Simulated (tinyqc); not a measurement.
From a target wavelength to the width: optical transitions of a finite quantum well. Three cases, with inputs chosen for the exercise.

Problem. Which width puts the e1-hh1 edge, hc/(Eg + e1 + hh1), at the wavelength below?

Each carrier sees a square well of width L with its own depth V and masses m (inside), mb (outside); c = hbar^2/2m0, k = sqrt(m E/c), kappa = sqrt(mb (V - E)/c), and level n solves k L + 2 atan[(k/m)/(kappa/mb)] = n pi. The envelope is cos(kz) for odd n and sin(kz) for even n inside, joins exp(-kappa (|z| - L/2)) outside, and is normalised to 1. Excitons and band mixing are left out.

Constants: hbar^2/2m0 = 3.80998211 eV angstrom^2; hc = 1239.841984 eV nm.

Case 1.

Values chosen (near those of a GaAs well in AlGaAs; the results hold for these values, not for the real material): Eg = 1.513 eV (gap of the well); Vc = 0.194 eV (conduction offset); Vv = 0.104 eV (valence offset); me = 0.0671 m0 (electron, well); meb = 0.0869 m0 (electron, barrier); mh = 0.354 m0 (heavy hole along z, well); mhb = 0.403 m0 (heavy hole, barrier).

edge wavelength = 806.723 nm

Case 2.

Values chosen (near those of an InGaAs well in InP; the results hold for these values, not for the real material): Eg = 0.805 eV (gap of the well); Vc = 0.251 eV (conduction offset); Vv = 0.35 eV (valence offset); me = 0.0412 m0 (electron, well); meb = 0.0767 m0 (electron, barrier); mh = 0.386 m0 (heavy hole along z, well); mhb = 0.536 m0 (heavy hole, barrier).

edge wavelength = 1507.390 nm

Case 3.

Values chosen (near those of a GaAs well in AlGaAs; the results hold for these values, not for the real material): Eg = 1.536 eV (gap of the well); Vc = 0.235 eV (conduction offset); Vv = 0.122 eV (valence offset); me = 0.0659 m0 (electron, well); meb = 0.0911 m0 (electron, barrier); mh = 0.356 m0 (heavy hole along z, well); mhb = 0.398 m0 (heavy hole, barrier).

edge wavelength = 797.256 nm

Find: e1 + hh1 needed; L; e1; hh1.

Solution. Both confinement energies fall steadily with L, so their sum meets the target once; bisection in L finds it.

Case 1.

e1 + hh1 needed = 23.9 meV
L = 131.0 angstrom
e1 = 19.3 meV
hh1 = 4.5 meV

Case 2.

e1 + hh1 needed = 17.5 meV
L = 193.0 angstrom
e1 = 15.2 meV
hh1 = 2.3 meV

Case 3.

e1 + hh1 needed = 19.1 meV
L = 154.0 angstrom
e1 = 15.6 meV
hh1 = 3.5 meV

Computed by tinyqc, one run a case: `OMP_NUM_THREADS=1 python tinyqc.py N N+1 out.jsonl` with N = 1280903, 1280973, 1281073; one thread of a shared Intel(R) Xeon(R) Processor @ 2.30GHz, about 0.1 s a run at most.
